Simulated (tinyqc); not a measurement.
Polytypes and stacking faults of a tetrahedral semiconductor in an axial Ising model with couplings up to third neighbours: one step, computed by the program tinyqc. Command: `OMP_NUM_THREADS=1 python tinyqc.py 3018119 3018120 out.jsonl polytype walk`. One thread of a shared host (Intel(R) Xeon(R) Processor @ 2.30GHz), about 0.01 s of CPU time with the checks.

Each double layer has s = +1 or -1 for the sense of its stacking step; E per pair of atoms = E0 - sum_n J_n <s_i s_(i+n)>, n = 1, 2, 3. Hexagonality h = (1 - <s_i s_(i+1)>)/2.

Question. Electronic energy gained by the fault. The fault binds electrons in a two-dimensional band E_b below the conduction edge, g2 = m m0/(pi hbar^2) for one valley. With the Fermi level held by the bulk, eta = ln[n/N_c(T)], N_c(T) = N_c (T/300)^1.5, the grand potential falls by g2 (k_B T)^2 F1(x), x = eta + E_b/(k_B T), F1(x) = integral from 0 to infinity of ln(1 + exp(x - t)) dt; sheet density g2 k_B T ln(1 + e^x). Band bending by the trapped charge is left out, so the gain is an upper bound. Net fault energy = gamma of the intrinsic fault less the electronic gain.

Inputs (values chosen for the exercise, for a model crystal): binding energy of the fault level E_b = 0.045 eV; in-plane mass m = 0.4 m0; effective density of states N_c at 300 K = 2.1e+19 1/cm^3; electron density n = 1.4e+16 1/cm^3; temperature T = 650 K.

Host polytype: 3C.

energy of the glide fault, intrinsic = 13.20902 mJ/m^2

Constants: m_0 = 9.1093837015e-31 kg; hbar = 1.054571817e-34 J s; k_B = 1.380649e-23 J/K; k_B = 8.617333262e-05 eV/K.

Give: x; sheet density; electronic gain; net fault energy.

Answer.

x = -7.670

sheet density = 4.368e+09 1/cm^2

electronic gain = 3.920e-04 mJ/m^2

net fault energy = 13.21 mJ/m^2

The gain offsets 0.0030 % of the fault energy.
